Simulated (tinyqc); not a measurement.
Gaps against pressure: band gaps under pressure and temperature from deformation potentials.

Murnaghan: V/V0 = (1 + Bp P/B0)^(-1/Bp), B0 = (C11 + 2 C12)/3. Each gap moves by a ln(V/V0) with its volume potential a, and falls with temperature by aV T^2/(T + bV) (Varshni); the two effects are added. No change of phase is considered.

Inputs chosen for the exercise (near those of InAs, the X and L potentials typical of such crystals; the results hold for these values, not for the real material):
- Eg = 0.415 eV (gap at Gamma to the s-like level at 0 K, 0 GPa)
- EgX = 1.409 eV (gap to X at 0 K, 0 GPa)
- EgL = 1.146 eV (gap to L at 0 K, 0 GPa)
- C11 = 83.6 GPa
- C12 = 45.7 GPa
- Bp = 4.78 (pressure derivative of the bulk modulus)
- aG = -6.16 eV (volume potential of the Gamma gap)
- aX = 1.59 eV (volume potential of the X gap)
- aL = -3.93 eV (volume potential of the L gap)
- aV = (0.273, 0.267, 0.273) meV/K (Varshni alpha of Gamma, X, L)
- bV = (99, 86, 94) K (Varshni beta of Gamma, X, L)
- T = 300 K (temperature)

The last column is the linear form E0 + c1 P for Gamma, c1 = -aG/B0.

Gaps (eV):

| P (GPa) | ln(V/V0) | Gamma | X | L | lowest | Gamma, linear |
|---|---|---|---|---|---|---|
| 0.00 | 0.0000 | 0.353 | 1.347 | 1.084 | Gamma | 0.353 |
| 0.75 | -0.0125 | 0.430 | 1.327 | 1.133 | Gamma | 0.433 |
| 1.50 | -0.0243 | 0.503 | 1.308 | 1.179 | Gamma | 0.512 |
| 2.25 | -0.0354 | 0.571 | 1.290 | 1.223 | Gamma | 0.591 |
| 3.00 | -0.0460 | 0.637 | 1.274 | 1.264 | Gamma | 0.670 |
| 3.75 | -0.0561 | 0.699 | 1.258 | 1.304 | Gamma | 0.749 |
| 4.50 | -0.0657 | 0.758 | 1.242 | 1.342 | Gamma | 0.829 |
| 5.25 | -0.0749 | 0.815 | 1.228 | 1.378 | Gamma | 0.908 |
| 6.00 | -0.0837 | 0.869 | 1.214 | 1.412 | Gamma | 0.987 |

What does the comparison show, and why?

Over 6 GPa Gamma moves by +0.515, L by +0.329 and X by -0.133 eV. Gamma stays lowest. The linear form overshoots by 118 meV at the end, because the crystal stiffens; the gap is linear in ln V, not in P.

Run: tinyqc, `OMP_NUM_THREADS=1 python tinyqc.py 1050755 1050756 out.jsonl`; Intel(R) Xeon(R) Processor @ 2.30GHz, one thread, shared host; about 0.01 s of CPU time with all checks.
